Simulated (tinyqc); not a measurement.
# Double-gate transistor, scale length and short-channel effects: what changes with what

A body of thickness ts between two insulators of thickness ti and two tied gates. Below threshold the potential that source and drain add obeys Laplace's equation and vanishes on the gate. Its lowest mode decays along the channel as exp(-k y); k is the smallest positive root of the matching condition at the interface, and the scale length is Lambda = pi/k.

Values chosen for this exercise; permittivities: semiconductor close to that of germanium, insulator close to that of silicon nitride: temperature T = 400 K; relative permittivity of the semiconductor eps_r = 16.2; relative permittivity of the insulator ei = 7.4; insulator thickness ti = 1.6 nm; body thickness ts = 8.2 nm; channel length L = 46 nm; potential of the source Vbi = 0.88 V; potential of the barrier top at threshold sT = 0.56 V; drain voltage Vds = 0.5 V.

Constants: q = 1.602176634e-19 C, kB = 1.380649e-23 J/K, Vt = kB T/q. Results are converted to the units shown.

Each table varies one quantity; the others keep the values above.

## Effect of the insulator thickness

k is the smallest positive root of f(k) = ei cos(k ti) cos(k ts/2) - eps_r sin(k ti) sin(k ts/2). Along the channel psi(y) = s + a exp(y/l) + b exp(-y/l) with psi(0) = Vbi, psi(L) = Vbi + Vds and l = 1/k = Lambda/pi; with A = Vbi - s, B = A + Vds, x = exp(-L/l): a = (B - A x) x/(1 - x^2), b = (A - B x)/(1 - x^2). The minimum is s + 2 sqrt(a b), at y = (l/2) ln(b/a). The long-channel potential follows the gate as s = sT + (Vg - VTL)/m, and the threshold VT is the gate voltage at which the minimum equals sT. Swing = m Vt ln 10/g at threshold, g = d(minimum)/ds = 1 - (b x + a)/((1 + x) sqrt(a b)). DIBL = [VT(0.05 V) - VT(Vds)]/(Vds - 0.05 V). sT and Vbi are held fixed; m = 1.

Effect of the insulator thickness:
```
ti (nm)  Lambda (nm)  L/Lambda  VT - VTL at Vds (mV)  DIBL (mV/V)  swing (mV/decade)
0.53          10.450    4.4017               -1.0201      0.74452             79.544
0.69          11.088    4.1488               -1.5194       1.1091             79.630
0.9           11.893    3.8679               -2.3665       1.7282             79.776
1.2           12.988    3.5416               -3.9643       2.8969             80.051
1.5           14.028    3.2791               -6.0144       4.3988             80.403
2             15.662    2.9370               -10.388       7.6107             81.152
2.6           17.495    2.6293               -17.077       12.545             82.293
```

What does the comparison show?

As ti goes from 0.53 to 2.6 nm, Lambda rises from 10.5 to 17.5 nm, DIBL rises from 0.745 to 12.5 mV/V and the swing rises from 79.5 to 82.3 mV a decade. On average Lambda goes as ti^(0.32).

## Effect of the body thickness

Same model as above.

Effect of the body thickness:
```
ts (nm)  Lambda (nm)  L/Lambda  VT - VTL at Vds (mV)  DIBL (mV/V)  swing (mV/decade)
3.3           8.5890    5.3557              -0.22758      0.16604             79.408
4.1           9.6116    4.7859              -0.55739      0.40671             79.465
5.1           10.830    4.2473               -1.3010      0.94959             79.593
6.4           12.347    3.7256               -2.9630       2.1643             79.879
7.9           14.033    3.2779               -6.0250       4.4066             80.405
9.9           16.213    2.8373               -12.196       8.9421             81.461
12            18.447    2.4936               -21.318       15.685             83.014
```

Read the table: what changes, and by how much?

As ts goes from 3.3 to 12 nm, Lambda rises from 8.59 to 18.4 nm, DIBL rises from 0.166 to 15.7 mV/V and the swing rises from 79.4 to 83.0 mV a decade. On average Lambda goes as ts^(0.59). At ts = 3.3 nm the semiconductor is under 4 nm thick, where quantum confinement shifts the threshold.

## Effect of the channel length

Same model as above.

The same in every row: Lambda (nm) = 14.364.

Results:
```
L (nm)  L/Lambda  VT - VTL at Vds = 0.05 V (mV)  VT - VTL at Vds (mV)  DIBL (mV/V)  swing (mV/decade)
16        1.1139                        -175.39               -268.34       206.58             123.20
19        1.3227                        -112.67               -171.37       130.47             107.69
27        1.8796                        -40.005               -60.173       44.819             89.536
32        2.2277                        -22.115               -33.129       24.476             85.011
38        2.6454                        -11.137               -16.636       12.218             82.218
45        3.1327                        -5.0928               -7.5936       5.5574             80.674
54        3.7593                        -1.8860               -2.8093       2.0519             79.852
65        4.5251                       -0.56424              -0.84013      0.61310             79.513
```

Estimate the missing row, L = 22 nm.

Computed row:
```
L (nm)  L/Lambda  VT - VTL at Vds = 0.05 V (mV)  VT - VTL at Vds (mV)  DIBL (mV/V)  swing (mV/decade)
22        1.5316                        -75.018               -113.55       85.615             98.319
```

With this row back in the table: From L = 16 to 65 nm, DIBL falls from 207 to 0.613 mV/V and the swing falls from 123 to 79.5 mV a decade (long-channel value 79.4). Between the last two rows the threshold shift at Vds decays with a length of 9.11 nm, against 2 Lambda/pi = 9.14 nm for a shift that goes as exp(-pi L/(2 Lambda)). DIBL first drops below 100 mV/V at L = 22 nm among the rows, L/Lambda = 1.5. For L = 16 to 19 nm L is under 1.5 Lambda, where higher modes, left out of the one-mode potential, count.

tinyqc, about 0.01 s, one thread, Intel Xeon 2.30GHz (shared host): `OMP_NUM_THREADS=1 python tinyqc.py 2420160 2420161 out.jsonl`
